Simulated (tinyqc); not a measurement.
Worked calculation: interface roughness in a thin film (subband fluctuation and scattering). Values are carried at full precision from step to step, so a last printed digit may differ when a step is redone from the rounded ones.

Square well of width t, barriers V0, c = hbar^2/2m0: E1 solves k t + 2 atan[(k/mz)/(kappa/mb)] = pi, k = sqrt(mz E/c), kappa = sqrt(mb (V0 - E)/c). One interface is rough, so the subband edge fluctuates by G dt with G = |dE1/dt| (central difference of 0.01 angstrom; 2 E1/t for hard walls).

Constants: hbar^2/2m0 = 3.80998211 eV angstrom^2; e^2/(4 pi eps0) = 14.39964547 eV angstrom; hbar = 6.58211957e-16 eV s.

Inputs chosen for the exercise (near those of a thin GaN channel; not measured data):
- t = 50 angstrom (film thickness)
- mz = 0.203 m0 (confinement mass)
- V0 = 1.93 eV (barrier)
- mb = 0.3 m0 (barrier mass)
- D = 2 angstrom (rms height of the roughness)
- md = 0.206 m0 (mass in the plane)
- gv = 1 (valleys)
- Lc = 26 angstrom (correlation length)
- Ns = 9.1 x 1e12/cm^2 (sheet density)
- eps = 9.1 (mean dielectric constant at the channel)
- Lg = 200 angstrom (gate length)
- Wg = 400 angstrom (gate width)

## Sensitivity of the level to thickness

Give E1, G, the hard-wall values and the rms fluctuation G D.

E1 = 55.86 meV
G = |dE1/dt| = 1.9401 meV/angstrom

hard walls: E1 (meV) and G (meV/angstrom): 74.095  2.964

G D = 3.88 meV

Hard walls overstate G by a factor 1.53, and the scattering rate, which goes as G^2, by 2.33.

## The angular integrand

Gaussian roughness spectrum S(q) = pi D^2 Lc^2 exp(-q^2 Lc^2/4). Degenerate gas, taken to fill one subband (the second starts to fill once c kF^2/md exceeds E2 - E1, which is not tested here): kF = sqrt(2 pi Ns/gv), q = 2 kF sin(theta/2), 1/tau = (md/(2 pi c hbar)) G^2 times the integral from 0 to pi of S(q)(1 - cos theta)/eps(q)^2 dtheta, eps(q) = 1 + qs/q with screening (qs = gv md q0/(c eps), q0 = e^2/(4 pi eps0), form factors left out, which overstates the screening; other scattering is left out too, so these values lie far above measured mobilities in all but the thinnest films) or 1 without; mobility = tau c2/md with c2 = e/m0 = 1.75882e15 cm^2/(V s^2); 1e12/cm^2 = 1e-4/angstrom^2.

kF, qs, and exp(-q^2 Lc^2/4)(1 - cos theta) without and with the factor 1/eps^2 at theta = 30, 60, ..., 180 degrees.

kF = 0.07562 1/angstrom
qs = 0.0856 1/angstrom

Integrand:
```
theta  q (1/angstrom)    bare  eps(q)  screened
30             0.0391   0.103    3.19    0.0102
60             0.0756   0.190    2.13    0.0419
90             0.1069   0.145    1.80    0.0447
120            0.1310  0.0826    1.65    0.0302
150            0.1461  0.0507    1.59    0.0202
180            0.1512  0.0419    1.57    0.0171
```

kF Lc = 1.97: the spectrum cuts off large angles, and the bare integrand is largest at 60 degrees among these rows.

## Scattering time and mobility

Integrate over theta.

Results:
```
case      integral   tau (fs)  mobility (cm^2/(V s))
bare        0.3103       7709              6.582e+04
screened   0.08146  2.937e+04              2.508e+05
```

Screening raises the mobility by a factor 3.8. With it kF l = 9.44e+03, so by this rate the carriers are far from localisation. Phonons, and the gate field that presses carriers to the wall, limit real channels far below this value.

## Threshold variation

Averaged over an area A = Lg Wg much larger than Lc^2, the thickness varies by D sqrt(pi Lc^2/A), so sigma(Vt) = G D Lc sqrt(pi/A)/e; the Pelgrom coefficient is sigma sqrt(A) (1 micrometre = 1e4 angstrom).

rms of the mean thickness = 0.326 angstrom
sigma(Vt) = 0.632 mV
coefficient = 0.0179 mV micrometre

The electrostatic effect of the thickness is left out.

## Checks

- G from the envelope at the wall, psi(t/2)^2 (E1 + c mz (kappa/mb)^2), against the difference quotient, meV/angstrom: both 1.940.
- Bare integral for Lc -> 0 against pi: both 3.1416.

(tinyqc, `OMP_NUM_THREADS=1 python tinyqc.py 1281661 1281662 out.jsonl`, Intel(R) Xeon(R) Processor @ 2.30GHz, 1 thread, shared host, about 0.01 s.)
